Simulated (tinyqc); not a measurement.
What moves the results: smearing for a one-band metal on the bcc lattice. A value that a table varies takes the place of the one given here.

Lattice vectors (units of a): a1 = (-1/2, 1/2, 1/2), a2 = (1/2, -1/2, 1/2), a3 = (1/2, 1/2, -1/2). E(k) = -t A_1(k) - t2 A_2(k), A_m the sum of cos(k . R) over the 8 nearest and 6 second lattice vectors. Mesh k = sum (j_i/N) b_i, j_i = 0 .. N-1.

With x = (E_k - mu)/sigma: Fermi-Dirac f = 1/(1 + exp(x)), s = -f ln f - (1 - f) ln(1 - f); Gaussian f = erfc(x)/2, s = exp(-x^2)/(2 sqrt(pi)); Methfessel-Paxton (first order) f = erfc(x)/2 - x exp(-x^2)/(2 sqrt(pi)), s = (1 - 2 x^2) exp(-x^2)/(4 sqrt(pi)); cold (Marzari-Vanderbilt) with y = x + 1/sqrt(2), f = erfc(y)/2 + exp(-y^2)/sqrt(2 pi), s = y exp(-y^2)/sqrt(2 pi). With weights w = points/N^d (d the dimension), mu solves 2 sum w f = ne; E = 2 sum w f E_k, S = 2 sum w s, F = E - sigma S.

With x = (E_k - mu)/sigma: Gaussian f = erfc(x)/2, s = exp(-x^2)/(2 sqrt(pi)); Methfessel-Paxton (first order) f = erfc(x)/2 - x exp(-x^2)/(2 sqrt(pi)), s = (1 - 2 x^2) exp(-x^2)/(4 sqrt(pi)). With weights w = points/N^d (d the dimension), mu solves 2 sum w f = ne; E = 2 sum w f E_k, S = 2 sum w s, F = E - sigma S.

With x = (E_k - mu)/sigma: cold (Marzari-Vanderbilt) with y = x + 1/sqrt(2), f = erfc(y)/2 + exp(-y^2)/sqrt(2 pi), s = y exp(-y^2)/sqrt(2 pi). With weights w = points/N^d (d the dimension), mu solves 2 sum w f = ne; E = 2 sum w f E_k, S = 2 sum w s, F = E - sigma S.

Values chosen for the exercise:
- t = 0.99 eV (nearest hopping)
- t2 = 0.19 eV (second hopping)
- ne = 1.68 (electrons per cell)
- N = 4 (unshifted mesh)
- sigma = 0.297 eV (width)

## Error of each scheme against the width

All on the dense mesh N = 40. The reference is F of first-order Methfessel-Paxton smearing with sigma = 0.05 t on the mesh N = 40; it moves by 0.12 meV on the mesh N = 50; in three dimensions such meshes can agree by chance and the reference may be off by about 1 meV, so smaller errors are not resolved.

Errors (meV per cell):

| sigma (eV) | FD F | FD (E+F)/2 | Gauss F | Gauss (E+F)/2 | MP F | cold F |
|---|---|---|---|---|---|---|
| 0.099 | -2.65 | -0.07 | -0.41 | 0.01 | 0.01 | 0.01 |
| 0.148 | -5.86 | -0.08 | -0.94 | -0.01 | -0.01 | 0.00 |
| 0.198 | -10.37 | 0.01 | -1.64 | -0.05 | -0.05 | -0.01 |
| 0.297 | -23.60 | 0.68 | -3.60 | -0.11 | -0.10 | 0.10 |
| 0.396 | -42.85 | 1.78 | -6.31 | -0.12 | -0.10 | 0.47 |
| 0.594 | -99.34 | 2.36 | -14.07 | -0.02 | 0.12 | 2.55 |
| 0.792 | -177.14 | -2.93 | -25.11 | 0.40 | 1.01 | 8.65 |

reference = -1.26286 eV

Doubling sigma from 0.198 to 0.396 eV multiplies the error of F by 4.1 (Fermi-Dirac) and 3.8 (Gaussian); a pure sigma^2 term would give 4. At the smallest width Fermi-Dirac errs 6.4 times as much as Gaussian, against 2 pi^2/3 = 6.6 for the ratio of the sigma^2 terms at equal sigma. At the largest width the sizes of the errors rank Gauss (E+F)/2 0.4, MP F 1.0, FD (E+F)/2 2.9, cold F 8.6, Gauss F 25.1, FD F 177.1 meV; below about 1 meV this order, and the ratios at the smallest width, carry the noise of the mesh.

## Mesh against width

Gaussian smearing, (E + F)/2. The reference is F of first-order Methfessel-Paxton smearing with sigma = 0.05 t on the mesh N = 40; it moves by 0.12 meV on the mesh N = 50; in three dimensions such meshes can agree by chance and the reference may be off by about 1 meV, so smaller errors are not resolved.

Errors (meV per cell):

| N | sigma = 0.05 t | sigma = 0.15 t | sigma = 0.4 t |
|---|---|---|---|
| 4 | 15.27 | 11.28 | 1.32 |
| 6 | 34.23 | 31.34 | 24.46 |
| 8 | 16.64 | 15.70 | 15.78 |
| 12 | -1.51 | -2.24 | -3.15 |
| 16 | 1.86 | 1.95 | 1.41 |
| 24 | 0.43 | 0.42 | 0.14 |

reference = -1.26286 eV

First N from which the value stays within 2 meV of its last entry (which need not be the best one): 12 for sigma = 0.05 t, 16 for sigma = 0.15 t, 16 for sigma = 0.4 t. At the last mesh the errors are +0.43, +0.42 and +0.14 meV. By this 2 meV bar the wider smearing does not converge sooner. The smallest error belongs to 0.05 t on 1, 0.15 t on 1, 0.4 t on 4 of the 6 meshes.

## What moves the results of cold (Marzari-Vanderbilt) smearing

All sums formed anew. Each row changes one parameter from the base and keeps the others.

Results:

| case | mu (eV) | E (eV) | S | F (eV) |
|---|---|---|---|---|
| base | 3.4957 | -1.2456 | 0.0555 | -1.2621 |
| N = 8 | 2.2811 | -1.2484 | -0.0101 | -1.2454 |
| sigma = 0.594 eV | 3.4114 | -1.2456 | 0.0555 | -1.2786 |
| ne = 1.78 | 3.6200 | -0.8876 | 0.0617 | -0.9059 |
| t2 = 0.289 eV | 3.2977 | -1.1699 | 0.0555 | -1.1864 |
| t = 1.089 eV | 3.8917 | -1.3847 | 0.0555 | -1.4012 |

The largest shifts from the base row, up to three for each result and ties (the steps differ in size, so this ranks the rows, not the parameters). mu (eV): N -1.2147, t +0.3960, t2 -0.1980. E (eV): ne +0.3580, t -0.1391, t2 +0.0757; unchanged at the printed digits by sigma. S: N -0.0656, ne +0.0062; unchanged at the printed digits by sigma, t2 and t. F (eV): ne +0.3562, t -0.1391, t2 +0.0757.

(tinyqc, `OMP_NUM_THREADS=1 python tinyqc.py 1682373 1682374 out.jsonl`, Intel(R) Xeon(R) Processor @ 2.30GHz, 1 thread, shared host, about 0.2 s.)
